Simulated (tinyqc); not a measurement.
# Thermoelectric coefficients of one resonant level, Landauer integrals: effect of the level width

Transmission X(x) = (g/2)^2/[(x - y)^2 + (g/2)^2] with x = (E - EF)/kB T, two spin channels. I_k = int X x^k w dx over all x, w = 1/(4 cosh^2(x/2)).

G = (2 q^2/h) I_0, S = -(kB/q) I_1/I_0, L/L0 = [I_2/I_0 - (I_1/I_0)^2]/(pi^2/3), K_e = (2 kB^2 T/h)(I_2 - I_1^2/I_0), ZT = G S^2 T/(K_e + K_ph), K_ph = kp pi^2 kB^2 T/(3 h).

Inputs (values chosen for the exercise):
- T = 30 K (temperature)
- y = 2.2 (level position (E0 - EF)/kB T)
- kp = 0.55 (phonon heat conductance in units of pi^2 kB^2 T/(3 h))

Constants: q = 1.602176634e-19 C, kB = 1.380649e-23 J/K, h = 6.62607015e-34 J s. Results are converted to the units shown.

Effect of the level width:
```
g,G (uS),S (uV/K),L/L0,ZT,ZT without phonons
0.042,0.4604,-186.8,0.02210,0.03084,64.61
0.1,1.100,-183.0,0.05098,0.07062,26.89
0.25,2.773,-173.9,0.1179,0.1587,10.50
0.6,6.728,-155.5,0.2402,0.2906,4.122
1.4,15.61,-124.1,0.4150,0.3540,1.519
3.5,34.85,-77.05,0.6201,0.1973,0.3919
8.4,58.15,-34.30,0.7960,0.04143,0.06050
20,72.15,-10.01,0.9266,0.003354,0.004423
```

Read the table: what changes, and by how much?

ZT without phonons falls from 64.6 to 0.00442, while ZT with phonons goes from 0.0308 through a maximum of 0.354 (at g = 1.4 among the rows listed) to 0.00335; L/L0 rises from 0.0221 to 0.927. A narrow level filters energy well but conducts little, so a fixed phonon conductance sets a best width.

Numbers from tinyqc (`OMP_NUM_THREADS=1 python tinyqc.py 2800130 2800131 out.jsonl`; about 0.03 s on one thread of a shared Intel Xeon 2.30GHz).
